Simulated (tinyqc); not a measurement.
# Kinetic Monte Carlo and master equation for a particle on a ring of sites with traps and bias, step by step

A worked calculation. Computed by tinyqc, a small Python program that keeps every step. Command: `OMP_NUM_THREADS=1 python tinyqc.py 3014996 3014997 out.jsonl kmc walk`. One thread of a shared host (Intel(R) Xeon(R) Processor @ 2.30GHz), about 0.07 s of CPU time with the checks. Intermediate numbers are printed to about 6 digits and carried at full precision; extremes and crossings named in words are read from the listed rows.

5 sites on a ring, numbered 1 to 5. The saddle between i and i+1 lies at E0 + s b_i and site i at s eps_i; a force F tilts the landscape, with the saddle half-way.

Inputs (values chosen for the exercise, for a model defect):

| quantity | value | unit |
|---|---|---|
| reference barrier E0 | 0.32 | eV |
| scale factor s of the disorder | 1 | - |
| attempt frequency nu | 4.8 | THz |
| temperature T | 310 | K |
| site spacing a | 2.6 | angstrom |
| force F along the ring | 0.00089 | eV/angstrom |
| seed of the random numbers | 163358 | - |

Disorder: random barriers.

site energies eps_i (eV): 0  0  0  0  0

saddle shifts b_i between sites i and i+1 (eV): -0.039  0.012  -0.019  0.038  0.023

Constants: k_B = 8.617333262e-05 eV/K.

## Rate table

Rates: k(i to i+1) = nu exp(-(E0 + s b_i - s eps_i - F a/2)/(k_B T)), k(i to i-1) = nu exp(-(E0 + s b_(i-1) - s eps_i + F a/2)/(k_B T)). Share right = k right/(k right + k left); mean stay = 1/(k right + k left).

Rates, shares of right hops and mean stays:

| site | k right (1/s) | k left (1/s) | share right | mean stay (s) |
|---|---|---|---|---|
| 1 | 1.35437e+08 | 1.21944e+07 | 0.917399 | 6.77365e-09 |
| 2 | 2.00729e+07 | 1.24199e+08 | 0.139133 | 6.93138e-09 |
| 3 | 6.40603e+07 | 1.84074e+07 | 0.776793 | 1.21260e-08 |
| 4 | 7.58438e+06 | 5.87448e+07 | 0.114345 | 1.50763e-08 |
| 5 | 1.32978e+07 | 6.95505e+06 | 0.656589 | 4.93757e-08 |

The particle stays longest on site 5, 7.3 times as long as on the quickest site.

## Twelve steps of the residence-time algorithm

Random numbers:

| step | r1 | r2 |
|---|---|---|
| 1 | 0.8852 | 0.1731 |
| 2 | 0.1754 | 0.5620 |
| 3 | 0.4553 | 0.0498 |
| 4 | 0.1147 | 0.3345 |
| 5 | 0.3528 | 0.0263 |
| 6 | 0.7305 | 0.7324 |
| 7 | 0.4664 | 0.8731 |
| 8 | 0.1969 | 0.1612 |
| 9 | 0.0378 | 0.3584 |
| 10 | 0.1651 | 0.7011 |
| 11 | 0.0960 | 0.8187 |
| 12 | 0.8590 | 0.7683 |

Start on site 1 at t = 0. Hop right if r1 is below the share right, else left; advance the clock by -ln(r2) times the mean stay.

Trajectory:

| step | site | hop | wait (s) | clock (s) | net hops |
|---|---|---|---|---|---|
| 1 | 1 | right | 1.18802e-08 | 1.18802e-08 | 1 |
| 2 | 2 | left | 3.99423e-09 | 1.58744e-08 | 0 |
| 3 | 1 | right | 2.03192e-08 | 3.61936e-08 | 1 |
| 4 | 2 | right | 7.59068e-09 | 4.37843e-08 | 2 |
| 5 | 3 | right | 4.41165e-08 | 8.79008e-08 | 3 |
| 6 | 4 | left | 4.69520e-09 | 9.25960e-08 | 2 |
| 7 | 3 | right | 1.64556e-09 | 9.42416e-08 | 3 |
| 8 | 4 | left | 2.75159e-08 | 1.21757e-07 | 2 |
| 9 | 3 | right | 1.24425e-08 | 1.34200e-07 | 3 |
| 10 | 4 | left | 5.35367e-09 | 1.39554e-07 | 2 |
| 11 | 3 | right | 2.42565e-09 | 1.41979e-07 | 3 |
| 12 | 4 | left | 3.97374e-09 | 1.45953e-07 | 2 |

## Steady state

Master equation dP/dt = W P, W_(i+1,i) = k right, W_(i-1,i) = k left, columns summing to zero. The steady state is its null vector; drift v = a sum P_i (k right - k left). D = a^2 lambda''(0)/2, where lambda(q) is the leading eigenvalue of W with right hops weighted by exp(q) and left hops by exp(-q). The slowest relaxation rate is minus the real part of the next eigenvalue of W. 1 angstrom = 1e-8 cm.

occupations P_i: 0.186451  0.200934  0.203009  0.216331  0.193276

drift velocity v = 0.0385437 cm/s

diffusivity D = 1.16056e-08 cm^2/s

slowest relaxation rate = 2.08838e+07 1/s

The Boltzmann occupations exp(-s eps_i/(k_B T))/Z differ from these by at most 0.016: the current piles particles up in front of high saddles.

## Closed form at zero force

At zero force D0 = a^2 nu exp(-E0/(k_B T)) / [<exp(-s eps/(k_B T))> <exp(s b/(k_B T))>], with means over the ring; Einstein relation v = D0 F/(k_B T); 1 angstrom = 1e-8 cm.

zero-force diffusivity D0 = 1.15654e-08 cm^2/s

D0 over the value without disorder = 0.567971

Einstein drift = 0.0385317 cm/s

F a/(k_B T) = 0.087; the true drift is 1.0003 times the Einstein value.

## Sampled drift against the exact one

400 independent walkers start on sites drawn with weights P_i (k right + k left), the steady shares of hops (random numbers not printed); the estimate is total displacement over total time, with its standard error from the spread between walkers.

Drift from sampling:

| hops per walker | estimate (cm/s) | standard error (cm/s) | deviation in standard errors |
|---|---|---|---|
| 10 | 0.0542505 | 0.0268380 | 0.58524 |
| 30 | 0.0513541 | 0.0139797 | 0.91635 |
| 100 | 0.0346824 | 0.0077469 | -0.49843 |
| 300 | 0.0382876 | 0.0041387 | -0.06187 |
| 1000 | 0.0403755 | 0.0023385 | 0.78332 |
| 3000 | 0.0364420 | 0.0012553 | -1.67424 |

The exact drift is 0.03854 cm/s. The standard error falls by a factor 3.31 from 100 to 1000 hops (sqrt10 = 3.16), and in the last row it is 3.3 % of the drift: a weak force is hard to see under thermal hops, which is why such runs use the Einstein relation instead.

Checks made by the program: closed form against the master equation at zero force (relative difference 2e-06).
